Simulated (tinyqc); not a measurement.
A ladder of methods, and size consistency: correlation methods against full CI in the 3-21g basis, for H2, spin multiplicity 1. Computed by the program tinyqc with PySCF. Command: `OMP_NUM_THREADS=1 python tinyqc.py 114594 114595 out.jsonl`; one thread of a shared host (Intel(R) Xeon(R) Processor @ 2.60GHz), about 0.5 s.

Geometry (angstrom):
```
atom       x       y       z
H     0.0000  0.0000  0.0000
H     0.0000  0.0000  0.8840
```

RHF energy of one = -1.110700 hartree

All electrons correlated; +Q is the Davidson correction (1 - c0^2) E_corr. The last columns treat two copies 100 angstrom apart as one system. FCI is the lowest singlet.

Correlation energies (hartree):
```
method   E_corr of one  share of FCI (%)  E_corr of two at 100 angstrom  two minus twice one (mhartree)
MP2           -0.01877            66.320                       -0.03754                           0.000
CISD          -0.02830           100.000                       -0.05547                           1.130
CISD+Q        -0.02889           102.086                       -0.05763                           0.146
CCSD          -0.02830           100.000                       -0.05660                           0.000
CCSD(T)       -0.02830           100.000                       -0.05660                           0.000
FCI           -0.02830           100.000                              -                               -
```

MP2 recovers 66 %, CISD 100.0 % and CCSD 100.0 % of the FCI value (c0^2 = 0.979 in CISD). MP2 and coupled cluster are size consistent, so their last column vanishes; CISD loses 1.13 mhartree, since a double excitation on each copy is a quadruple of the pair, and the Davidson correction leaves +0.15. With two electrons, or one virtual orbital, CISD and CCSD are exact for one copy, so +Q overshoots there.
